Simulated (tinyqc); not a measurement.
Thermal displacements in the Debye model: Debye-Waller factors, bond-length spread and the Lindemann rule: one step, computed by the program tinyqc. Command: `OMP_NUM_THREADS=1 python tinyqc.py 3020848 3020849 out.jsonl debyewaller walk`. One thread of a shared host (Intel(R) Xeon(R) Processor @ 2.30GHz), about 0.01 s of CPU time with the checks.

A Debye spectrum with three branches of one velocity, cut at k_B Theta; 4 atoms per cube, nearest neighbours at d = 0.707107 a.

Task: Mean-square displacement. <u_x^2> = (3 hbar^2/(2 M k_B Theta)) int_0^1 s coth(s Theta/(2T)) ds (64 Gauss-Legendre points); it tends to 3 hbar^2/(4 M k_B Theta) at T = 0 and to 3 hbar^2 T/(M k_B Theta^2) at high T. B = 8 pi^2 <u_x^2>.

Inputs (values chosen for the exercise, modelled on nickel): atomic mass M = 58.69 u; Debye temperature Theta = 391 K; temperature T = 77 K.

Structure: fcc.

Constants: hbar^2/u = 4.18015928e-03 eV angstrom^2; k_B = 8.617333262e-05 eV/K.

Give: <u_x^2>; zero-point value; classical value; B factor.

Result:

<u_x^2> = 0.0019806 angstrom^2

zero-point value = 0.0015854 angstrom^2

classical value = 0.0012489 angstrom^2

B factor = 0.15638 angstrom^2

The zero-point value is 80.0 % and the classical value 63.1 % of the full result; the two are limits, not parts that add.
